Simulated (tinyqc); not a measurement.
Screening of the starting offset: band offset of a heterojunction with an interface dipole (two-band chains, self-consistent charge).

Sites alternate A, C. Left: A at -G1/2, C at +G1/2, hopping -t1; right: A at D - G2/2, C at D + G2/2, hopping -t2; the bonds across the two interfaces of a ring (C left to A right, C right to A left) have -sqrt(t1 t2). D is the offset of the mid-gaps, so Ev(right) - Ev(left) = D - (G2 - G1)/2 and Ec(right) - Ec(left) = D + (G2 - G1)/2. The closing bond has its sign reversed (antiperiodic ring). Half the levels are filled with two electrons each. The charge moved is q = (electrons on the left) less one a site; the mean over the two interfaces, q/2, is taken as the charge that crosses each, and its dipole opposes the offset: D = D0 - u q/2.

From here on the ring has 24 cells a side.

Inputs chosen for the exercise (gaps near those of Si and GaP; the chains and D0 are free models, so the offsets are not those of the real pair; not measured data): G1 = 1.15 eV (gap on the left); G2 = 2.36 eV (gap on the right); t1 = 2.71 eV (hopping on the left); t2 = 2.34 eV (hopping on the right); u = 7.2 eV (potential step per electron moved across).

chi = 0.307184 1/eV

D0 is varied; the self-consistent D is found by bisection. chi = dq/dD at D = 0; the linear rule is D = S D0 with S = 1/(1 + u chi/2). The gap of the junction closes (type III) at |D| = (G1 + G2)/2.

Against D0:
```
2 D0/(G1 + G2)  D0 (eV)  q at D0   D (eV)    D/D0  linear (eV)
-0.85            -1.492  -0.5399  -0.6965  0.4669      -0.7084
-0.55            -0.965  -0.3156  -0.4551  0.4715      -0.4584
-0.30            -0.526  -0.1647  -0.2495  0.4739      -0.2500
-0.15            -0.263  -0.0812  -0.1249  0.4746      -0.1250
0.10              0.175   0.0540   0.0833  0.4748       0.0833
0.25              0.439   0.1365   0.2080  0.4742       0.2083
0.50              0.877   0.2837   0.4142  0.4721       0.4167
0.80              1.404   0.4968   0.6568  0.4678       0.6667
0.95              1.667   0.6416   0.7752  0.4650       0.7917
```

What does the comparison show?

D/D0 lies between 0.465 and 0.475, against S = 0.475 from chi at D = 0; the linear rule misses by at most 17 meV. q is odd in D. About half of the starting offset survives.

(tinyqc, `OMP_NUM_THREADS=1 python tinyqc.py 1450744 1450745 out.jsonl`, Intel(R) Xeon(R) Processor @ 2.30GHz, 1 thread, shared host, about 0.4 s.)
